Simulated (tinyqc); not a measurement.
Levels against anisotropy: donor in an ellipsoidal valley (Kohn-Luttinger variational method). Computed by tinyqc, a small Python program. Command: `OMP_NUM_THREADS=1 python tinyqc.py 3001984 3001985 out.jsonl kohnlutt walk`. One thread of a shared host (Intel(R) Xeon(R) Processor @ 2.30GHz), about 0.04 s of CPU time with the checks.

H = -(d^2/dx^2 + d^2/dy^2) - gamma d^2/dz^2 - 2/r in units built on m_t, with gamma = m_t/m_l and z along the valley axis. One valley; no valley-orbit or central-cell term.

Inputs (values chosen for the exercise, for a model semiconductor): transverse mass m_t = 0.159 m_0; longitudinal mass m_l = 0.256 m_0; dielectric constant eps = 5.49.

Constants: Ry = 13.605693123 eV; a_0 = 0.529177210903 angstrom.

Method:
- Ry* = Ry m_t/eps^2, a* = a_0 eps/m_t, gamma = m_t/m_l.
- Trial function exp(-sqrt((x^2 + y^2)/a^2 + z^2/b^2)) with beta = b/a < 1: E = t/a^2 - u/a, t = (2 + gamma/beta^2)/3, u = 2 arcsin(sqrt(1 - beta^2))/sqrt(1 - beta^2); the best a is 2 t/u and E(beta) = -u^2/(4 t).
- The trial energy is minimised over beta by golden section from 0.05 to 0.999, 60 steps.
- Gaussian basis: g = P exp(-al (x^2 + y^2) - be z^2) with P = 1 (s-like), z (2p0) or x (2p+-); al = 0.004 x 2.6^k, k = 0..11, and be/al = 1, gamma^(-1/2) or 1/gamma (36 functions); 1/r = (2/sqrt(pi)) int exp(-t^2 r^2) dt by 48 Gauss-Legendre points after t = sqrt(al_i + al_j) tan(theta); overlap eigenvalues below 1e-10 are dropped.

gamma = 0.621094

Binding energies (Ry*):
```
gamma  1s, trial  1s, Gaussians      2p0     2p+-
0.16      1.6635         1.6666  0.64858  0.33100
0.31      1.4162         1.4172  0.47555  0.30461
0.62      1.1643         1.1644  0.32976  0.27333
0.73      1.1071         1.1072  0.30066  0.26549
0.85      1.0548         1.0548  0.27529  0.25806
0.93      1.0243         1.0243  0.26106  0.25361
```

What does the comparison show, and why?

As gamma falls from 0.93 to 0.16, 1s deepens from 1.024 to 1.667 Ry*, on the way from the hydrogen value 1 to the two-dimensional limit 4; 2p+- moves from 0.254 to 0.331 (limits 1/4 and 4/9), while 2p0 climbs from 0.261 to 0.649 and joins 1s as gamma tends to 0. Near gamma = 1 the trial function is almost exact and can pass the Gaussian basis, whose own error is about 3e-5 Ry*.

Extremes, crossings and ranges named in words are read from the listed rows.
